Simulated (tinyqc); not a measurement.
Crystal pulling from the melt: segregation, interface stability, heat balance and point-defect regime: one step, computed by the program tinyqc. Command: `OMP_NUM_THREADS=1 python tinyqc.py 3020655 3020656 out.jsonl pull walk`. One thread of a shared host (Intel(R) Xeon(R) Processor @ 2.30GHz), about 0.01 s of CPU time with the checks.

A dilute solute; steady pulling with a flat interface unless it is found unstable.

Problem. Concentration at the frozen fraction g. Axial profile: C_s = k_eff C0 (1 - g)^(k_eff - 1); bulk melt C_L = C_s/k_eff. Usable fraction: the g at which C_s has changed by 30 % from its first value (0.99 at most).

Inputs (values chosen for the exercise, modelled on germanium in silicon): initial melt concentration C0 = 8.5e+19 1/cm^3; frozen fraction g = 0.46.

Loss from the melt surface: none.

k_eff = 0.3792921

Give: C_s; C_L; usable fraction.

Solution.

C_s = 4.726e+19 1/cm^3

C_L = 1.246e+20 1/cm^3

usable fraction = 0.3447

C_s rises along the crystal.
